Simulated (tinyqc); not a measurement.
In-plane mass from two subband densities.

Problem. At zero temperature each occupied subband holds N_k = D (EF - E_k), D = 2 md m0 q/(pi hbar^2) per eV (two valleys). Two subbands are occupied. Find md, EF - E1 and EF - E2.

Constants: q = 1.602176634e-19 C, hbar = 1.054571817e-34 J s, m0 = 9.1093837015e-31 kg. Results are converted to the units shown.

N1, N2 (cm^-2): [6.6820228e12, 2e11]
E2 - E1 = 40.2 meV

Answer. N1 - N2 = D (E2 - E1) gives D and so md; each N_k/D is a distance to EF.

md = 0.193 m0
EF - E1 = 41.4 meV
EF - E2 = 1.24 meV

Program tinyqc, `OMP_NUM_THREADS=1 python tinyqc.py 2140002 2140003 out.jsonl`; Intel Xeon 2.30GHz, shared host, one thread, about 0.2 s.
